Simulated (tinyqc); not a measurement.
Avalanche multiplication and breakdown of a junction from ionisation integrals. Changing the hole prefactor a_p. Computed by tinyqc, a small Python program. Command: `OMP_NUM_THREADS=1 python tinyqc.py 3019693 3019694 out.jsonl impact sweep`. One thread of a shared host (Intel(R) Xeon(R) Processor @ 2.30GHz), about 0.04 s of CPU time with the checks.

Ionisation coefficients follow the local field. Position x runs through the depletion layer from the p side (x = 0), where electrons enter, to the n side (x = w), where holes enter. The built-in voltage is neglected.

Inputs (values chosen for the exercise, modelled on diamond):

| quantity | value | unit |
|---|---|---|
| electron prefactor a_n | 1.81e+08 | 1/cm |
| electron field b_n | 7.73e+07 | V/cm |
| hole field b_p | 1.39e+07 | V/cm |
| exponent c | 1 | - |
| permittivity eps | 5.7 | - |
| doping gradient a | 1.7e+19 | 1/cm^4 |
| bias as a fraction of the breakdown voltage | 0.92 | - |

Junction: linearly graded.

Constants: e = 1.602176634e-19 C; eps_0 = 8.8541878128e-12 F/m.

Method:
- alpha_n = a_n exp(-(b_n/F)^c), alpha_p = a_p exp(-(b_p/F)^c).
- Field F = F_m [1 - (2x/w - 1)^2], w = sqrt(8 eps eps_0 F_m/(e a)), V = (2/3) F_m w.
- With Phi(x) = int_0^x (alpha_n - alpha_p) dx': 1 - 1/M_n = I_n = int_0^w alpha_n exp(-Phi) dx and M_p = M_n exp(-Phi(w)); trapezoid rule on 401 even points; breakdown at I_n = 1.
- Solve I_n(F_m) = 1.
- Bias V = fraction times the breakdown voltage.
- M_n = 1/(1 - I_n), M_p = M_n exp(-Phi(w)); McIntyre excess noise for the carrier with the larger M, F_x = k M + (1 - k)(2 - 1/M), with k = (smaller M - 1)/(larger M - 1).

One run for each value:

| hole prefactor a_p (1/cm) | breakdown voltage (V) | effective k | excess noise factor | M_n |
|---|---|---|---|---|
| 4.80e+04 | 10217 | 5.569e-03 | 2.323 | 1.344 |
| 1.30e+05 | 8362 | 2.283e-04 | 2.147 | 1.149 |
| 3.40e+05 | 6736 | 5.954e-06 | 2.053 | 1.053 |
| 9.20e+05 | 5368 | 9.223e-08 | 2.014 | 1.014 |
| 6.60e+06 | 3530 | 1.194e-11 | 2.000 | 1.000 |
| 1.80e+07 | 2915 | 9.961e-14 | 2.000 | 1.000 |
| 4.80e+07 | 2452 | 8.353e-16 | 2.000 | 1.000 |

Give the missing row, hole prefactor a_p (1/cm) = 2.50e+06.

Computed row:
```
hole prefactor a_p (1/cm)  breakdown voltage (V)  effective k  excess noise factor    M_n
2.50e+06                                    4311    1.076e-09                2.003  1.003
```

Interpolating between the two neighbouring rows (the first column on a logarithmic scale, the others too where they are positive) misses most in effective k, by 8.6 %. Over the rows, breakdown voltage (V) falls from 10200 to 2450 (exponent d ln y / d ln x -0.20 between the first rows and -0.18 between the last); effective k falls from 0.00557 to 8.35e-16 (exponent d ln y / d ln x -3.2 between the first rows and -4.9 between the last); excess noise factor falls from 2.32 to 2.00. Breakdown needs feedback from both carriers; weakening one raises V_B much less than in proportion but changes the noise.
